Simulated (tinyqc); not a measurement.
## Undoped symmetric double-gate MOSFET, analytic potential model: effect of the gate work function less that of the intrinsic body

An undoped body of thickness ts between two equal insulators and tied gates; long channel, electrons only, n = ni exp((psi - V)/Vt) with V the quasi-Fermi potential (0 at the source, Vd at the drain), constant mobility, no quantisation. Across the body psi(x) = V - 2 Vt ln[(ts/(2 beta)) sqrt(q ni/(2 eps0 eps_r Vt)) cos(2 beta x/ts)], x from the centre. Q is the electron charge per area of the whole body.

ni = sqrt(Nc Nv) exp(-Eg/(2 Vt)), Eg in volts; r = eps_r tox/(eox ts); V0 = dphi + 2 Vt ln[(2/ts) sqrt(2 eps0 eps_r Vt/(q ni))]. beta (between 0 and pi/2) solves (Vg - V0 - V)/(2 Vt) = ln(beta) - ln(cos beta) + 2 r beta tan(beta). Q = 8 eps0 eps_r Vt beta tan(beta)/ts; I = mu (1/L)(4 eps0 eps_r/ts)(2 Vt)^2 [g(beta_s) - g(beta_d)] per width, g = beta tan(beta) - beta^2/2 + r beta^2 tan^2(beta), with beta_s at V = 0 and beta_d at V = Vd.  I(low) is taken at Vg = 0.18 V, Qs and I(high) at Vg = 0.93 V.

Values chosen for this exercise; material values those of a made-up semiconductor: temperature T = 300 K; band gap Eg = 0.792 eV; relative permittivity of the semiconductor eps_r = 14.4; conduction-band density of states at T Nc = 1.16e19 cm^-3; valence-band density of states at T Nv = 7e18 cm^-3; relative permittivity of the gate insulator eox = 9.4; insulator thickness tox = 4.4 nm; body thickness ts = 6 nm; channel mobility mu = 170 cm^2/(V s); gate length L = 1 um; drain voltage Vd = 0.3 V.

Constants: q = 1.602176634e-19 C, kB = 1.380649e-23 J/K, Vt = kB T/q, eps0 = 8.8541878128e-14 F/cm where lengths are in cm. Results are converted to the units shown.

Result of one run:
```
dphi (V),V0 (V),I(low) (nA/um),Qs(high) (nC/cm^2),I(high) (uA/um)
0.1,0.4785,0.01871,1461,49.47
```

What becomes of these results when the gate work function less that of the intrinsic body dphi is changed from 0.1 to -0.1 V, all else the same?

Result of the changed run:
```
dphi (V),V0 (V),I(low) (nA/um),Qs(high) (nC/cm^2),I(high) (uA/um)
-0.1,0.2785,40.63,2148,83.28
```

The whole series:
```
dphi (V),V0 (V),I(low) (nA/um),Qs(high) (nC/cm^2),I(high) (uA/um)
-0.1,0.2785,40.63,2148,83.28
-0.05,0.3285,6.143,1974,74.65
0,0.3785,0.8942,1802,66.13
0.05,0.4285,0.1294,1631,57.72
0.1,0.4785,0.01871,1461,49.47
0.15,0.5285,0.002704,1293,41.41
0.2,0.5785,3.909e-4,1128,33.61
```

As dphi goes from -0.1 to 0.2 V, I(low) falls from 40.6 to 3.91e-4 nA/um and I(high) falls from 83.3 to 33.6 uA/um. V0 rises from 0.278 to 0.578 V. In every row the surface density at the source at the higher gate voltage passes 0.3 Nc, where Boltzmann statistics fail. In every row the body is thin enough for quantum confinement, left out here, to raise the threshold.

Program tinyqc, `OMP_NUM_THREADS=1 python tinyqc.py 2440079 2440080 out.jsonl`; Intel Xeon 2.30GHz, shared host, one thread, about 0.01 s.
